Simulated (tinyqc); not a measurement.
Worked calculation: extended Hueckel theory, for H6+. The parameters take no account of the charge, which enters only through the electron count. One step of it, computed by the program tinyqc.

Problem. Orbitals. Solve H C = S C e through S^(-1/2); fill by pairs from the bottom, a degenerate level sharing its electrons equally; each orbital has its largest coefficient positive (the first on a tie).

H (eV), order 1H 1s, 2H 1s, 3H 1s, 4H 1s, 5H 1s, 6H 1s:
```
[[-13.600000, -13.051828, -2.906194, -0.807473, -0.102171, -0.021248],
 [-13.051828, -13.600000, -8.745725, -2.910982, -0.433839, -0.102171],
 [-2.906194, -8.745725, -13.600000, -13.065739, -2.910982, -0.807473],
 [-0.807473, -2.910982, -13.065739, -13.600000, -8.745725, -2.906194],
 [-0.102171, -0.433839, -2.910982, -8.745725, -13.600000, -13.051828],
 [-0.021248, -0.102171, -0.807473, -2.906194, -13.051828, -13.600000]]
```

overlap S, order 1H 1s, 2H 1s, 3H 1s, 4H 1s, 5H 1s, 6H 1s:
```
[[1.000000, 0.639795, 0.142461, 0.039582, 0.005008, 0.001042],
 [0.639795, 1.000000, 0.428712, 0.142695, 0.021267, 0.005008],
 [0.142461, 0.428712, 1.000000, 0.640477, 0.142695, 0.039582],
 [0.039582, 0.142695, 0.640477, 1.000000, 0.428712, 0.142461],
 [0.005008, 0.021267, 0.142695, 0.428712, 1.000000, 0.639795],
 [0.001042, 0.005008, 0.039582, 0.142461, 0.639795, 1.000000]]
```

valence electrons = 5

Give: orbital energies; occupations; coefficients; sum of one-electron energies.

Solution.

orbital energies (eV): [-17.3137, -16.3550, -14.5296, -5.6000, 2.1832, 14.1729]

occupations: [2.0000, 2.0000, 1.0000, 0.0000, 0.0000, 0.0000]

coefficients, order 1H 1s, 2H 1s, 3H 1s, 4H 1s, 5H 1s, 6H 1s:
```
[[0.1967, 0.3726, -0.4349, 0.6732, -0.8061, 0.5448],
 [0.2711, 0.3823, -0.2292, -0.4676, 0.9596, -0.8846],
 [0.3388, 0.1117, 0.4358, -0.6452, -0.2998, 1.2095],
 [0.3388, -0.1117, 0.4358, 0.6452, -0.2998, -1.2095],
 [0.2711, -0.3823, -0.2292, 0.4676, 0.9596, 0.8846],
 [0.1967, -0.3726, -0.4349, -0.6732, -0.8061, -0.5448]]
```

sum of one-electron energies = -81.8670 eV
